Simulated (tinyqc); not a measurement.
Inside a calculation. Method: CIS on RHF in the 6-31g basis, for H2, spin multiplicity 1. One step of it, computed by the program tinyqc.

Question. CIS matrix, singlets. A(ia,jb) = (e_a - e_i) d_ij d_ab + 2 (ia|jb) - (ij|ab).

orbital energies (hartree): MO1 -0.585994, MO2 0.229591, MO3 0.790803, MO4 1.362784

Two-electron integrals over orbitals (pq|rs), unique and non-zero (hartree):
```
(11|11) 0.638173    (21|21) 0.083585    (22|11) 0.434857    (22|22) 0.387529
(31|11) 0.162964    (31|22) 0.052370    (31|31) 0.107628    (32|21) -0.016436
(32|32) 0.035218    (33|11) 0.528429    (33|22) 0.383582    (33|31) 0.119952
(33|33) 0.464703    (41|21) -0.079990   (41|32) -0.025328   (41|41) 0.134198
(42|11) -0.143131   (42|22) -0.056930   (42|31) -0.074761   (42|33) -0.101079
(42|42) 0.069714    (43|21) -0.087879   (43|32) -0.006026   (43|41) 0.124101
(43|43) 0.133348    (44|11) 0.650169    (44|22) 0.443570    (44|31) 0.197895
(44|33) 0.549882    (44|42) -0.167894   (44|44) 0.725819
```

Give: CIS matrix A, singlet.

Answer.

CIS matrix A, singlet (hartree), lower triangle:
```
         1>2     1>3     1>4
1>2   0.5479
1>3   0.0000  1.0636
1>4  -0.0168  0.0000  1.5670
```
